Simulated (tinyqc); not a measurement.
Plane-wave Kohn-Sham cycle with exchange-only LDA in a layered model solid, step by step. One step of it, computed by the program tinyqc.

Task: Iteration 1: Hamiltonian at one k. H(m,m') = (k + G_m)^2/2 delta + V(G_m - G_m'), with V(-G) = V(G).

A solid whose potential varies along x alone (atomic units):
```
parameter,value
period a,11.200000
cross-section of the cell,11.000000
electrons per cell,2
grid points,16
"plane waves -n..n, n",2
k points,3
V1 in V1 cos(2 pi x/a),-0.390000
V2 in V2 cos(4 pi x/a),-0.100000
```

V(G_m), m = 0, 1, 2, ... (hartree): -0.249343  -0.195000  -0.050000  0.000000  0.000000

k = 0.000000 2 pi / a

Give: H.

Result:

H (hartree):
```
,-2,-1,+0,+1,+2
-2,0.3801,-0.1950,-0.0500,0.0000,0.0000
-1,-0.1950,-0.0920,-0.1950,-0.0500,0.0000
+0,-0.0500,-0.1950,-0.2493,-0.1950,-0.0500
+1,0.0000,-0.0500,-0.1950,-0.0920,-0.1950
+2,0.0000,0.0000,-0.0500,-0.1950,0.3801
```
